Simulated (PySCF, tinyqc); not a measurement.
Inside a calculation. Method: CCSD on RHF in the sto-3g basis, for H6, spin multiplicity 1. The lowest restricted solution is unstable here: a spin-polarised one lies 0.0159 hartree lower (PySCF). One step of it, computed by the program tinyqc.

Task: CCSD: starting amplitudes. t_ij^ab = <ij||ab> / (e_i + e_j - e_a - e_b), whose energy is MP2.

orbital energies (hartree): MO1 -0.588391, MO2 -0.483790, MO3 -0.318632, MO4 0.177911, MO5 0.473878, MO6 0.771778

Two-electron integrals over orbitals (pq|rs), unique and non-zero (hartree):
```
(11|11) 0.395987    (21|11) -0.000154   (21|21) 0.128667    (22|11) 0.316559
(22|21) 0.000291    (22|22) 0.353985    (31|11) -0.075820   (31|21) 4.03e-06
(31|22) 0.035417    (31|31) 0.106402    (32|11) 0.000008    (32|21) 0.101891
(32|22) 0.000293    (32|31) -0.000123   (32|32) 0.124953    (33|11) 0.341963
(33|21) -0.000213   (33|22) 0.320243    (33|31) -0.024336   (33|32) -0.000237
(33|33) 0.345666    (41|11) -0.000076   (41|21) 0.047442    (41|22) -0.000070
(41|31) -0.000081   (41|32) -0.015299   (41|33) 0.000074    (41|41) 0.081342
(42|11) 0.071375    (42|21) -0.000168   (42|22) 0.006545    (42|31) -0.057907
(42|32) -0.000061   (42|33) 0.003072    (42|41) -0.000079   (42|42) 0.083539
(43|11) -0.000161   (43|21) -0.077255   (43|22) -0.000185   (43|31) 0.000241
(43|32) -0.075712   (43|33) 0.000124    (43|41) -0.011264   (43|42) -0.000140
(43|43) 0.101818    (44|11) 0.346083    (44|21) -0.000196   (44|22) 0.323133
(44|31) -0.024351   (44|32) -0.000206   (44|33) 0.340836    (44|41) 0.000046
(44|42) 0.011643    (44|43) 0.000099    (44|44) 0.352741    (51|11) 0.006414
(51|21) 0.000034    (51|22) 0.034211    (51|31) 0.030470    (51|32) -0.000069
(51|33) -0.016396   (51|41) 0.000007    (51|42) 0.031982    (51|43) -0.000040
(51|44) -0.009370   (51|51) 0.054550    (52|11) 0.000088    (52|21) 0.038539
(52|22) 0.000026    (52|31) -0.000136   (52|32) -0.001446   (52|33) 0.000035
(52|41) 0.053396    (52|42) 0.000123    (52|43) 0.039259    (52|44) 0.000034
(52|51) 0.000103    (52|52) 0.089742    (53|11) 0.074531    (53|21) -0.000162
(53|22) 0.008855    (53|31) -0.059892   (53|32) -0.000042   (53|33) 0.012274
(53|41) -0.000080   (53|42) 0.079120    (53|43) -0.000161   (53|44) 0.009006
(53|51) 0.026914    (53|52) 0.000104    (53|53) 0.084090    (54|11) -0.000013
(54|21) 0.104157    (54|22) 0.000276    (54|31) -0.000115   (54|32) 0.120458
(54|33) -0.000251   (54|41) -0.007962   (54|42) -0.000058   (54|43) -0.077441
(54|44) -0.000223   (54|51) -0.000053   (54|52) 0.000380    (54|53) -0.000052
(54|54) 0.128263    (55|11) 0.330406    (55|21) 0.000241    (55|22) 0.360634
(55|31) 0.028049    (55|32) 0.000240    (55|33) 0.332486    (55|41) -0.000058
(55|42) 0.010041    (55|43) -0.000170   (55|44) 0.339143    (55|51) 0.033246
(55|52) 0.000027    (55|53) 0.011825    (55|54) 0.000244    (55|55) 0.382469
(61|11) 0.000052    (61|21) -0.001337   (61|22) 0.000038    (61|31) -0.000043
(61|32) 0.023050    (61|33) -0.000042   (61|41) -0.029911   (61|42) 0.000031
(61|43) 0.046567    (61|44) -0.000033   (61|51) -0.000052   (61|52) 0.036673
(61|53) 0.000021    (61|54) 0.020992    (61|55) 0.000027    (61|61) 0.071469
(62|11) 0.008091    (62|21) 0.000052    (62|22) 0.035332    (62|31) 0.029127
(62|32) -0.000055   (62|33) -0.010090   (62|41) 0.000026    (62|42) 0.028390
(62|43) -0.000042   (62|44) -0.012206   (62|51) 0.050954    (62|52) 0.000120
(62|53) 0.030423    (62|54) -0.000054   (62|55) 0.035210    (62|61) -0.000050
(62|62) 0.053007    (63|11) -0.000065   (63|21) 0.048203    (63|22) -0.000052
(63|31) -0.000085   (63|32) -0.009342   (63|33) 0.000063    (63|41) 0.077167
(63|42) -0.000074   (63|43) -0.012358   (63|44) 0.000065    (63|51) 0.000006
(63|52) 0.053709    (63|53) -0.000086   (63|54) -0.010451   (63|55) -0.000059
(63|61) -0.028755   (63|62) 0.000020    (63|63) 0.081473    (64|11) -0.078587
(64|21) 0.000020    (64|22) 0.029819    (64|31) 0.103914    (64|32) -0.000107
(64|33) -0.026214   (64|41) -0.000073   (64|42) -0.060291   (64|43) 0.000238
(64|44) -0.027433   (64|51) 0.028378    (64|52) -0.000136   (64|53) -0.062073
(64|54) -0.000107   (64|55) 0.030891    (64|61) -0.000042   (64|62) 0.028903
(64|63) -0.000085   (64|64) 0.112282    (65|11) -0.000151   (65|21) 0.132423
(65|22) 0.000293    (65|31) -0.000012   (65|32) 0.107303    (65|33) -0.000227
(65|41) 0.048180    (65|42) -0.000167   (65|43) -0.082371   (65|44) -0.000206
(65|51) 0.000030    (65|52) 0.039989    (65|53) -0.000165   (65|54) 0.112331
(65|55) 0.000259    (65|61) -0.001686   (65|62) 0.000049    (65|63) 0.052515
(65|64) 0.000006    (65|65) 0.148058    (66|11) 0.419523    (66|21) -0.000149
(66|22) 0.336751    (66|31) -0.080541   (66|32) 0.000015    (66|33) 0.365403
(66|41) -0.000070   (66|42) 0.077137    (66|43) -0.000185   (66|44) 0.373037
(66|51) 0.007240    (66|52) 0.000103    (66|53) 0.082445    (66|54) -2.62e-06
(66|55) 0.359355    (66|61) 0.000053    (66|62) 0.009597    (66|63) -0.000064
(66|64) -0.088462   (66|65) -0.000155   (66|66) 0.465648
```

Give: Starting amplitudes; correlation energy.

Result:

Starting amplitudes (spin orbitals 1a, 1b, ...; amplitudes related by a flip of all spins are not repeated; the 24 largest):
```
from      to        t
3a 3b  4a 4b  -0.1025
2a 2b  4a 4b  -0.0631
2a 3b  4a 5b  -0.0544
1a 1b  4a 4b  -0.0531
3a 3b  5a 5b  -0.0531
2a 2b  5a 5b  -0.0469
1a 3b  4a 6b  -0.0416
3a 3b  6a 6b  -0.0374
1a 2b  4a 5b  -0.0310
2a 3a  4a 5a  -0.0274
2a 3b  4b 5a   0.0270
1a 1b  6a 6b  -0.0263
2a 3b  5a 6b  -0.0262
1a 1b  5a 5b  -0.0257
1a 3b  4b 6a   0.0251
1a 2b  5a 6b  -0.0220
2a 2b  6a 6b  -0.0211
1a 2b  4b 5a   0.0186
1a 3a  4a 6a  -0.0165
1a 2b  5b 6a   0.0158
2a 3b  5b 6a   0.0149
2a 2b  4a 6b  -0.0148
1a 3b  5a 5b  -0.0145
1a 1b  4a 6b   0.0141
```

correlation energy = -0.075195 hartree
